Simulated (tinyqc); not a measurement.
Inside a calculation. Model: carrier lifetime of an n-type layer with SRH, radiative, Auger and surface recombination.

Numbers from tinyqc (`OMP_NUM_THREADS=1 python tinyqc.py 2300143 2300144 out.jsonl`; about 0.01 s on one thread of a shared Intel Xeon 2.30GHz). Printed values are rounded.

Uniform excess density dn = dp (no trapping), n = n0 + dn, p = p0 + dn, Boltzmann statistics, full ionisation. Surfaces enter as a rate 2 S dn/d, which holds while diffusion to them is fast.

Inputs (values chosen for the exercise); band and dielectric values close to those of 4H silicon carbide: temperature T = 300 K; band gap Eg = 3.25 eV; conduction-band density of states at T Nc = 1.72e19 cm^-3; valence-band density of states at T Nv = 2.46e19 cm^-3; radiative coefficient B = 1.52e-12 cm^3/s; donor density N = 1.5e15 cm^-3; Auger coefficient (two electrons) Cn = 2.9e-31 cm^6/s; Auger coefficient (two holes) Cp = 1.7e-31 cm^6/s; trap density Nt = 5.2e10 cm^-3; capture cross-section for electrons sn = 8e-15 cm^2; capture cross-section for holes sp = 6e-14 cm^2; thermal velocity (both carriers) vth = 2.3e7 cm/s; trap level below the conduction band Et = 1.33 eV; surface recombination velocity (both faces) S = 8 cm/s; sample thickness d = 100 um; generation rate G = 7.9e18 cm^-3 s^-1.

Constants: q = 1.602176634e-19 C, kB = 1.380649e-23 J/K, Vt = kB T/q. Results are converted to the units shown.

## Equilibrium densities and SRH constants

ni = sqrt(Nc Nv) exp(-Eg/(2 Vt)), Eg in volts; majority density N/2 + sqrt(N^2/4 + ni^2), n0 p0 = ni^2; n1 = Nc exp(-Et/Vt), p1 = Nv exp((Et - Eg)/Vt); tn0 = 1/(sn vth Nt), tp0 = 1/(sp vth Nt).

ni = 1.03379e-8 cm^-3
n0 = 1.5e15 cm^-3
p0 = 7.12484e-32 cm^-3
n1 = 7.80750e-4 cm^-3
p1 = 1.36885e-13 cm^-3
tn0 = 1.04515e-4 s
tp0 = 1.39353e-5 s

## Starting value

dn = 7e14 cm^-3.

dn at the start = 7e14 cm^-3

## Iteration 1: new dn

With e = n p - ni^2 = dn (n0 + p0 + dn): U_SRH = e/(tp0 (n + n1) + tn0 (p + p1)), U_rad = B e, U_Aug = (Cn n + Cp p) e, U_s = 2 S dn/d. Substitution: tau = dn/U with U the sum, dn(new) = G tau.

U_SRH = 1.48336e19 cm^-3 s^-1
U_rad = 2.34080e18 cm^-3 s^-1
U_Aug = 1.16578e15 cm^-3 s^-1
U_s = 1.12e18 cm^-3 s^-1
tau = 3.82606e-5 s
dn after iteration 1 = 3.02259e14 cm^-3

## Iteration 2: new dn

As before.

U_SRH = 9.60660e18 cm^-3 s^-1
U_rad = 8.28018e17 cm^-3 s^-1
U_Aug = 3.12707e14 cm^-3 s^-1
U_s = 4.83614e17 cm^-3 s^-1
tau = 2.76831e-5 s
dn after iteration 2 = 2.18696e14 cm^-3

## Iteration 3: new dn

As before.

U_SRH = 8.03015e18 cm^-3 s^-1
U_rad = 5.71326e17 cm^-3 s^-1
U_Aug = 2.01317e14 cm^-3 s^-1
U_s = 3.49914e17 cm^-3 s^-1
tau = 2.44310e-5 s
dn after iteration 3 = 1.93005e14 cm^-3

## Course of the iteration

Stop when the step is below 1e-10 of the value, or after 40 iterations.

Course of the iteration:
```
iteration,dn before the step (cm^-3),step (cm^-3)
1,7e14,-3.98e14
2,3.02259e14,-8.36e13
3,2.18696e14,-2.57e13
4,1.93005e14,-8.68e12
5,1.84327e14,-3.02e12
6,1.81305e14,-1.06e12
7,1.80243e14,-3.75e11
8,1.79867e14,-1.33e11
9,1.79735e14,-4.69e10
...,...,...
16,1.79662e14,-3.25e7
17,1.79662e14,-1.15e7
18,1.79662e14,-4.07e6
19,1.79662e14,-1.44e6
20,1.79662e14,-5.09e5
21,1.79662e14,-1.80e5
22,1.79662e14,-6.37e4
23,1.79662e14,-2.25e4
24,1.79662e14,-7970
```

Converged in 24 iterations. At the solution d ln U/d ln dn = 0.65, so the logarithmic slope of the map is 1 - 0.65 = 0.35; its size is below 1, so substitution contracts.

## Lifetime, shares and quasi-Fermi splitting

converged dn = 1.79662e14 cm^-3

With e = n p - ni^2 = dn (n0 + p0 + dn): U_SRH = e/(tp0 (n + n1) + tn0 (p + p1)), U_rad = B e, U_Aug = (Cn n + Cp p) e, U_s = 2 S dn/d. tau = dn/U, shares of U, splitting Vt ln(n p/ni^2), radiative efficiency U_rad/U.

tau = 2.27420e-5 s
shares (%): SRH 90.5531, radiative 5.8062, Auger 0.0020, surface 3.6387
quasi-Fermi splitting = 2.70552 V

SRH recombination takes the largest share. dn is 0.12 times the doping: intermediate injection.
